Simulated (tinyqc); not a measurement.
Equation-of-state fits to an energy-volume table made by a known binding curve: one step, computed by the program tinyqc. Command: `OMP_NUM_THREADS=1 python tinyqc.py 3031313 3031314 out.jsonl eosfit walk`. One thread of a shared host (Intel(R) Xeon(R) Processor @ 2.30GHz), about 0.03 s of CPU time with the checks.

With x = (V/V_0)^(1/3), the energy per atom is E = -D [1 + eta (x - 1)] exp(-eta (x - 1)), so that B0 = D eta^2/(9 V_0) and B' = 1 + 2 eta/3. B' = dB/dP at P = 0.

Task: Errors of the Birch-Murnaghan fit. Third-order Birch-Murnaghan is a cubic in u = V^(-2/3): fit it by linear least squares, find the minimum, and take B0 = V E''(V), B' = -1 - V E'''/E'' there. Errors are fitted minus exact, relative; the pressure at c V_0 uses P = (3 B0/2) (x^7 - x^5) [1 + (3/4)(B' - 4)(x^2 - 1)], x = (V0/V)^(1/3) with the fitted values.

Inputs (values chosen for the exercise, for a model crystal): true volume V_0 = 24 angstrom^3/atom; compression V/V_0 for the pressure test = 0.85.

Binding curve: universal binding. Noise: added.

fitted B0 = 39.59944 GPa

exact B0 = 39.10400 GPa

fitted B' = 3.763583

exact B' = 3.58

fitted V0 = 24.00274 angstrom^3

exact pressure at c V_0 = 8.454660 GPa

Give: error of B0; error of B'; fitted pressure at c V_0; error of that pressure.

Result:

error of B0 = 1.267 %

error of B' = 5.128 %

fitted pressure at c V_0 = 8.739 GPa

error of that pressure = 3.363 %
